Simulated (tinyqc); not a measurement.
Inside a calculation. Method: CIS on RHF in the 6-311g basis, for He, spin multiplicity 1. Computed by tinyqc, a small Python program that keeps every step (integrals from PySCF). Settings: charge = 0, multiplicity = 1, basis = 6-311g, method = RHF, energy threshold = 1e-10, iteration cap = 84, orthogonalisation = symmetric, start = Wolfsberg-Helmholz matrix, DIIS depth = 6. Command: `OMP_NUM_THREADS=1 python tinyqc.py 30671 30672 out.jsonl` (the two numbers bound the seeds that draw the settings). One thread of a shared host (Intel(R) Xeon(R) Processor @ 2.60GHz), about 0.04 s of CPU time with the checks. The early iterations of the SCF are left out here.

## One-electron integrals

Geometry (angstrom):

| atom | x | y | z |
|---|---|---|---|
| He | 0.00000 | 0.00000 | 0.00000 |

Basis 6-311g: exponents (1/bohr^2) and contraction coefficients of normalised primitives:

| element | l (shell) | exponent | coefficient |
|---|---|---|---|
| He | s (1) | 98.12430 | 0.02875 |
| He | s (1) | 14.76890 | 0.20806 |
| He | s (1) | 3.31883 | 0.83764 |
| He | s (2) | 0.87405 | 1.00000 |
| He | s (3) | 0.24456 | 1.00000 |

Overlap, kinetic and nuclear-attraction integrals over the contracted functions; the nuclear repulsion is the sum of Za Zb / Rab.

nuclear repulsion = 0 hartree

overlap S:
```
         1He 1s   1He 2s   1He 3s
1He 1s  1.00000  0.68047  0.32860
1He 2s  0.68047  1.00000  0.75157
1He 3s  0.32860  0.75157  1.00000
```

kinetic energy T (hartree):
```
         1He 1s   1He 2s   1He 3s
1He 1s  6.85710  1.43947  0.22560
1He 2s  1.43947  1.31107  0.43087
1He 3s  0.22560  0.43087  0.36685
```

nuclear attraction V (hartree):
```
          1He 1s    1He 2s    1He 3s
1He 1s  -7.30629  -3.46483  -1.53507
1He 2s  -3.46483  -2.98378  -1.79389
1He 3s  -1.53507  -1.79389  -1.57832
```

core Hamiltonian H = T + V (hartree):
```
          1He 1s    1He 2s    1He 3s
1He 1s  -0.44919  -2.02535  -1.30947
1He 2s  -2.02535  -1.67271  -1.36303
1He 3s  -1.30947  -1.36303  -1.21148
```

## Two-electron integrals

Functions are numbered as in S; the eight-fold symmetry (ij|kl) = (ji|kl) = (kl|ij) leaves the list below.

Two-electron integrals (ij|kl) in chemists' order, unique and non-zero (hartree):
```
(11|11) 2.39512   (21|11) 1.34734   (21|21) 0.79871   (22|11) 1.35841
(22|21) 0.86385   (22|22) 1.05493   (31|11) 0.61412   (31|21) 0.36863
(31|22) 0.40680   (31|31) 0.17071   (32|11) 0.84271   (32|21) 0.54701
(32|22) 0.70042   (32|31) 0.25942   (32|32) 0.47668   (33|11) 0.76703
(33|21) 0.51024   (33|22) 0.69758   (33|31) 0.24418   (33|32) 0.49473
(33|33) 0.55802
```

## Orthogonalisation

S = U s U^T; symmetric (Loewdin) form X = U s^(-1/2) U^T, so that X^T S X = 1.

eigenvalues of S: 0.13571  0.67345  2.19085

X:
```
          1He 1s    1He 2s    1He 3s
1He 1s   1.31656  -0.64591   0.15068
1He 2s  -0.64591   1.85550  -0.77140
1He 3s   0.15068  -0.77140   1.43667
```

## Iteration 6 (converged): orbitals

converged F (hartree):
```
          1He 1s    1He 2s    1He 3s
1He 1s   1.37350  -1.20623  -1.10584
1He 2s  -1.20623  -0.59445  -0.69840
1He 3s  -1.10584  -0.69840  -0.37193
```

Diagonalise F' = X^T F X, C = X C', fill 1 alpha and 1 beta electrons from the bottom; D = 2 C_occ C_occ^T. Each column has its largest component positive (the first on a tie).

F' = X^T F X (hartree):
```
          1         2         3
1   3.87300  -3.17478  -0.14928
2  -3.17478   2.09370  -0.93151
3  -0.14928  -0.93151   0.25941
```

orbital energies (hartree): MO1 -0.91687, MO2 0.82943, MO3 6.31355

coefficients C:
```
            MO1       MO2       MO3
1He 1s  0.26356  -0.13795  -1.44387
1He 2s  0.48749  -1.15399   1.69876
1He 3s  0.39745   1.42794  -0.69630
```

D after iteration 6:
```
         1He 1s   1He 2s   1He 3s
1He 1s  0.13893  0.25696  0.20950
1He 2s  0.25696  0.47529  0.38750
1He 3s  0.20950  0.38750  0.31593
```

## Convergence

Stop when the energy changes by less than 1e-10 hartree and every element of the error matrix X^T (F D S - S D F) X is below 3e-06.

Course of the cycle:

| iteration | E (hartree) | change | largest element of the error matrix |
|---|---|---|---|
| 1 | -2.1926935 | - | 2.05e+00 |
| 2 | -2.8566492 | -6.64e-01 | 1.61e-01 |
| 3 | -2.8598938 | -3.24e-03 | 2.25e-03 |
| 4 | -2.8598954 | -1.61e-06 | 2.09e-04 |
| 5 | -2.8598954 | -1.83e-08 | 1.71e-07 |
| 6 | -2.8598954 | -1.11e-14 | 6.86e-08 |

PySCF RHF in the same basis = -2.8598954 hartree

Converged in 6 iterations.

## Integrals over molecular orbitals

(pq|rs) = sum C_ip C_jq C_kr C_ls (ij|kl), one index at a time.

one-electron integrals over orbitals h = C^T H C (hartree):
```
          1         2         3
1  -1.94302   0.27732   0.17391
2   0.27732  -0.34320  -0.33339
3   0.17391  -0.33339   4.17613
```

Two-electron integrals over orbitals (pq|rs), unique and non-zero (hartree):
```
(11|11) 1.02615    (21|11) -0.27732   (21|21) 0.14655    (22|11) 0.65959
(22|21) -0.11363   (22|22) 0.50665    (31|11) -0.17391   (31|21) 0.12560
(31|22) -0.07878   (31|31) 0.21655    (32|11) 0.22950    (32|21) -0.12092
(32|22) 0.10267    (32|31) -0.14869   (32|32) 0.12759    (33|11) 1.17698
(33|21) -0.38100   (33|22) 0.72730    (33|31) -0.38667   (33|32) 0.38066
(33|33) 1.59996
```

## CIS matrix, singlets

A(ia,jb) = (e_a - e_i) d_ij d_ab + 2 (ia|jb) - (ij|ab).

CIS matrix A, singlet (hartree):
```
         1>2      1>3
1>2  1.37981  0.02170
1>3  0.02170  6.48653
```

## CIS singlet states

dipole integrals <i|r|a> (bohr):
```
           x        y        z
1>2  0.00000  0.00000  0.00000
1>3  0.00000  0.00000  0.00000
```

Diagonalise A (1 hartree = 27.211386 eV); each vector has its largest component positive (the first on a tie). The transition dipole is mu = sqrt2 sum c_ia <i|r|a>.

singlet excitation energies (eV): 37.54413  176.51009

lowest vectors:
```
      state 1  state 2
1>2   0.99999  0.00425
1>3  -0.00425  0.99999
```

oscillator strengths 2/3 w |mu|^2: 0.00000  0.00000

## CIS matrix, triplets

A(ia,jb) = (e_a - e_i) d_ij d_ab - (ij|ab).

CIS matrix A, triplet (hartree):
```
          1>2       1>3
1>2   1.08672  -0.22950
1>3  -0.22950   6.05344
```

## CIS triplet states

Diagonalise A (1 hartree = 27.211386 eV); each vector has its largest component positive (the first on a tie).

triplet excitation energies (eV): 29.28309  165.01037

lowest vectors:
```
     state 1   state 2
1>2  0.99894  -0.04606
1>3  0.04606   0.99894
```
